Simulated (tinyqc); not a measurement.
Worked calculation: Pariser-Parr-Pople SCF with singles CI, for the molecule c1ccc2cccc-2cc1 (SMILES; centres numbered as the heavy atoms are written). One step of it, computed by the program tinyqc.

Task: Iteration 3: orbitals and new P. Diagonalise F (the basis is taken as orthonormal) and form P = 2 sum c c over the lowest orbitals.

F (eV):
```
            1C         2C         3C         4C         5C         6C         7C         8C
1C   -5.566827  -4.796948  -0.297284   0.610789  -0.021789  -0.259540  -0.021789   0.610789
2C   -4.796948  -6.033170  -5.121028   0.050680   0.397292  -0.008784  -0.279196   0.016129
3C   -0.297284  -5.121028  -5.067044  -4.659432  -0.095222   0.368524   0.133353  -0.493245
4C    0.610789   0.050680  -4.659432  -5.001162  -4.809007   0.160772   0.778800  -3.447104
5C   -0.021789   0.397292  -0.095222  -4.809007  -4.523336  -4.975674   0.238075   0.778800
6C   -0.259540  -0.008784   0.368524   0.160772  -4.975674  -4.257546  -4.975674   0.160772
7C   -0.021789  -0.279196   0.133353   0.778800   0.238075  -4.975674  -4.523336  -4.809007
8C    0.610789   0.016129  -0.493245  -3.447104   0.778800   0.160772  -4.809007  -5.001162
9C   -0.297284   0.457604   0.251344  -0.493245   0.133353   0.368524  -0.095222  -4.659432
10C  -4.796948   0.083002   0.457604   0.016129  -0.279196  -0.008784   0.397292   0.050680

            9C        10C
1C   -0.297284  -4.796948
2C    0.457604   0.083002
3C    0.251344   0.457604
4C   -0.493245   0.016129
5C    0.133353  -0.279196
6C    0.368524  -0.008784
7C   -0.095222   0.397292
8C   -4.659432   0.050680
9C   -5.067044  -5.121028
10C  -5.121028  -6.033170
```

pi electrons, sum of z_r less the charge = 10

Give: orbital energies; P after iteration 3.

Result:

orbital energies (eV): [-15.0132, -13.1852, -12.4503, -9.8482, -8.8404, -1.6745, -0.6561, 2.5773, 3.8200, 4.1967]

P after iteration 3:
```
          1C       2C       3C       4C       5C       6C       7C       8C
1C    0.8996   0.6350   0.0989  -0.2548   0.0242   0.1813   0.0242  -0.2548
2C    0.6350   1.0599   0.6728  -0.0246  -0.2205   0.0043   0.1827  -0.0116
3C    0.0989   0.6728   0.8622   0.5960   0.0413  -0.2101  -0.0955   0.2047
4C   -0.2548  -0.0246   0.5960   1.0403   0.6159  -0.0405  -0.2712   0.2846
5C    0.0242  -0.2205   0.0413   0.6159   1.0832   0.6616  -0.0948  -0.2712
6C    0.1813   0.0043  -0.2101  -0.0405   0.6616   1.0092   0.6616  -0.0405
7C    0.0242   0.1827  -0.0955  -0.2712  -0.0948   0.6616   1.0832   0.6159
8C   -0.2548  -0.0116   0.2047   0.2846  -0.2712  -0.0405   0.6159   1.0403
9C    0.0989  -0.2365  -0.1023   0.2047  -0.0955  -0.2101   0.0413   0.5960
10C   0.6350  -0.0419  -0.2365  -0.0116   0.1827   0.0043  -0.2205  -0.0246

          9C      10C
1C    0.0989   0.6350
2C   -0.2365  -0.0419
3C   -0.1023  -0.2365
4C    0.2047  -0.0116
5C   -0.0955   0.1827
6C   -0.2101   0.0043
7C    0.0413  -0.2205
8C    0.5960  -0.0246
9C    0.8622   0.6728
10C   0.6728   1.0599
```
